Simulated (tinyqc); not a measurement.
Length of a molecular wire: coherent transport through a tight-binding bridge. Computed by the program tinyqc. T = Gamma_L Gamma_R |G_1n|^2 with the self-energies of semi-infinite chains.

A uniform bridge between two chains:

| parameter | value |
|---|---|
| site energy (eV) | 0.880000 |
| hopping in the bridge (eV) | 0.460000 |
| lead hopping (eV) | 2.340000 |
| couplings (eV) | 1.09, 0.63 |
| E (eV) | -0.440000 |

Transmission against length:

| sites | T | ln T |
|---|---|---|
| 2 | 2.7582e-02 | -3.5906 |
| 3 | 4.5367e-03 | -5.3956 |
| 4 | 7.4721e-04 | -7.1992 |
| 5 | 1.2310e-04 | -9.0025 |
| 6 | 2.0281e-05 | -10.8058 |
| 7 | 3.3414e-06 | -12.6091 |
| 8 | 5.5050e-07 | -14.4124 |
| 9 | 9.0698e-08 | -16.2157 |
| 10 | 1.4943e-08 | -18.0190 |

What does the comparison show, and why?

E lies outside the band of the bridge (|E - e|/2h = 1.435 > 1), so T decays as exp(-beta n) with beta = 2 arccosh(1.435) = 1.8033 a site; the last two rows give 1.8033.
